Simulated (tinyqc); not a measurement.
Standing waves and exposure in a photoresist film: one step. Round trip and reflectance. Two cases, with inputs chosen for the exercise.

Problem. Form p^2, the denominator and R; the period of the standing wave is lam/(2 n1).

Normal incidence from air. Unexposed resist: N1 = n1 + i k1 with k1 = (A + B) lam/(4 pi), lam in micrometres. r01 = (1 - N1)/(1 + N1), t01 = 2/(1 + N1). Below the resist lie the layer Na = na + i ka and the substrate Ns = ns + i ks: r12 = (r1a + ras x)/(1 + r1a ras x), x = exp(4 pi i Na da/lam), r1a = (N1 - Na)/(N1 + Na), ras = (Na - Ns)/(Na + Ns). With p = exp(2 pi i N1 d/lam), the field at depth z is E(z) = t01 [exp(2 pi i N1 z/lam) + r12 p^2 exp(-2 pi i N1 z/lam)]/(1 + r01 r12 p^2), the relative intensity I(z) = n1 |E(z)|^2 and the reflectance R = |(r01 + r12 p^2)/(1 + r01 r12 p^2)|^2.

Give: p^2; 1 + r01 r12 p^2; R; period.

Case 1.

Values chosen (out of a larger set: a resist on Si, indices near tabulated ones; not measured data): d = 897 nm (resist thickness); lam = 365 nm (vacuum wavelength).

N1 = 1.6710000+0.0136515i
r01 = -0.251236-0.003827i
r12 = 0.266039+0.123824i

Solution.

p^2 = 0.1508+0.6384i
1 + r01 r12 p^2 = 1.0105-0.0472i
R = 0.1156
period = 109.22 nm

The film holds 8.21 periods.

Case 2.

Values chosen (out of a larger set: a resist on Cu, indices near tabulated ones; not measured data): d = 117 nm (resist thickness); lam = 193 nm (vacuum wavelength).

N1 = 1.7300000+0.0081400i
r01 = -0.267406-0.002184i
r12 = 0.061679-0.155823i

Solution.

p^2 = 0.7689+0.5405i
1 + r01 r12 p^2 = 0.9646+0.0228i
R = 0.0282
period = 55.78 nm

The film holds 2.10 periods.

Computed by tinyqc, one run a case: `OMP_NUM_THREADS=1 python tinyqc.py N N+1 out.jsonl` with N = 1681222, 1681493; one thread of a shared Intel(R) Xeon(R) Processor @ 2.30GHz, about 0.01 s a run at most.
